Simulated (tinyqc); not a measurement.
Worked calculation: concentration-dependent dopant diffusion with charged defects and the built-in field. Computed by tinyqc, a small Python program that keeps every step. Command: `OMP_NUM_THREADS=1 python tinyqc.py 3027664 3027665 out.jsonl extrinsic walk`. One thread of a shared host (Intel(R) Xeon(R) Processor @ 2.30GHz), about 0.08 s of CPU time with the checks. Intermediate numbers are printed to about 7 digits and carried at full precision; extremes and crossings named in words are read from the listed rows.

A constant source C_s feeds a half space. The dopant moves through neutral point defects and through charged ones, whose number grows with the majority carrier density n.

Inputs (values chosen for the exercise, modelled on antimony in silicon):
```
quantity,value,unit
neutral prefactor D0x,0.217,cm^2/s
neutral activation energy E0,3.66,eV
singly charged prefactor D01,13.4,cm^2/s
activation energy E1,4.07,eV
surface concentration C_s,1.9e+20,1/cm^3
junction level C_B,1.4e+16,1/cm^3
temperature T,1025,C
time t,2900,s
```

Field enhancement: on.

Constants: k_B = 8.617333262e-05 eV/K.

## Intrinsic density and partial diffusivities

n_i = 3.87e16 T^1.5 exp(-7014/T) per cm^3 (T in kelvin, an empirical form); each D = prefactor x exp(-E/(k_B T)); the intrinsic diffusivity D_i is their sum. Temperatures in kelvin are T(C) + 273.15.

n_i = 8.150293e+18 1/cm^3

partial diffusivities (cm^2/s): Dx 1.340680e-15, D1 2.119515e-15

intrinsic diffusivity D_i = 3.460195e-15 cm^2/s

## Diffusivity at the surface

n = C/2 + sqrt(C^2/4 + n_i^2); D(C) = h [Dx + D1 (n/n_i)], h = 1 + C/sqrt(C^2 + 4 n_i^2).

n/n_i = 23.35486

field factor h = 1.996340

surface diffusivity D_s = 1.014972e-13 cm^2/s

enhancement D_s/D_i = 29.33281

C_s is 23.3 times n_i: diffusion is extrinsic near the surface. At such a C_s dopants can cluster or exceed their solubility, which the model leaves out.

## Similarity solution

With y = x/sqrt(D_s t), u = C/C_s and q = -(D/D_s) du/dy: du/dy = -q D_s/D, dq/dy = -(y/2) q D_s/D, u(0) = 1. The surface flux q(0) is shot so that u tends to 0 (LSODA, an adaptive multistep solver, relative tolerance 1e-10). Dose Q = 2 q(0) C_s sqrt(D_s t). The junction lies where C = C_B.

surface flux q(0) = 0.4477082

dose Q = 2.918803e+15 1/cm^2

junction in units of sqrt(D_s t) = 1.889285

junction depth x_j = 324.1332 nm

For a constant D, q(0) = 1/sqrt(pi) = 0.5642; for D proportional to C it tends to 0.444, with the front at y = 1.616. Caution: at such concentrations dopants can cluster or exceed their solubility; the active fraction and the diffusivity then fall below the model.

## Where the concentration falls to given levels

For comparison, erfc profiles with a constant D: x = 2 sqrt(D t) erfc^-1(C/C_s), with D = D_i and D = D_s.

Depth (nm):
```
C/C_s,D/D_s,full,erfc with D_i,erfc with D_s
8.00e-01,0.8052507,70.2488,11.3496,61.4691
5.00e-01,0.5130669,158.6009,30.2162,163.6502
2.00e-01,0.2204211,235.3542,57.4117,310.9404
1.00e-01,0.1224602,260.5109,73.6871,399.0877
3.00e-02,0.0567062,281.1725,97.2170,526.5249
1.00e-02,0.0409121,291.5415,115.3935,624.9686
1.00e-03,0.0347365,307.7746,147.4109,798.3743
1.00e-04,0.0341556,322.2685,174.2930,943.9669
```

The depth between C/C_s = 0.1 and 1e-4 spans 61.8 nm in the full profile, against 101 nm for D_i and 545 nm for D_s; the ratio of the depths at 1e-4 and at 0.5 is 2.03, against 5.77 for any erfc. The profile is box-like: fast diffusion in the heavily doped part feeds a front that moves slowly where D drops to D_i. Caution: at such a C_s dopants can cluster or exceed their solubility, which the model leaves out.

Checks made by the program: dose from the flux against the area under the profile (relative difference 2e-08).
